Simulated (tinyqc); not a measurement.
Random telegraph noise from one oxide trap in a small MOSFET: one step of the calculation.

An acceptor-like trap exchanges electrons with the channel. Inversion charge Q = Cox u, u = n Vt W0(exp((Vg - VT)/(n Vt))), W0 the Lambert function, n = nf, Cox = eps0 eox/tox; linear regime Id = (W/L) mu Q Vd. Relative to threshold the surface potential rises by Vt ln(u/u0) and the oxide voltage by the rest of Vg - VT, with u0 = n Vt W0(1).

Problem. Step height. A = W L; threshold step dV = q (1 - xt/tox)/(Cox A); gm/Id = 1/(u + n Vt); relative step dI/I = (gm/Id) dV + asc mu/A. Id as defined.

Values chosen for this exercise; values of the order met in silicon transistors: temperature T = 250 K; relative permittivity of the gate insulator (close to silicon dioxide) eox = 3.9; insulator thickness tox = 2.3 nm; depth of the trap from the channel interface xt = 0.3 nm; body factor nf = 1.17; gate width W = 29 nm; gate length L = 65 nm; mobility mu = 380 cm^2/(V s); scattering coefficient of the charged trap asc = 3.1e-16 V s; drain voltage Vd = 0.02 V.

Constants: q = 1.602176634e-19 C, kB = 1.380649e-23 J/K, Vt = kB T/q, eps0 = 8.8541878128e-14 F/cm where lengths are in cm. Results are converted to the units shown.

u = 0.11233273 V
N = 1.0526437e12 cm^-2

Give: electrons in the channel N A; dV; gm/Id; number part of dI/I; dI/I; Id; dI.

Solution.

electrons in the channel N A = 19.84
dV = 4.923 mV
gm/Id = 7.271 1/V
number part of dI/I = 3.579 %
dI/I = 4.204 %
Id = 0.5719 uA
dI = 24.04 nA

Range of the model: VT is taken as given; short-channel effects and the uneven flow of current among few electrons are left out.

Computed by the program tinyqc: `OMP_NUM_THREADS=1 python tinyqc.py 2710015 2710016 out.jsonl`, one thread of a shared Intel Xeon 2.30GHz, about 0.01 s for the whole run.
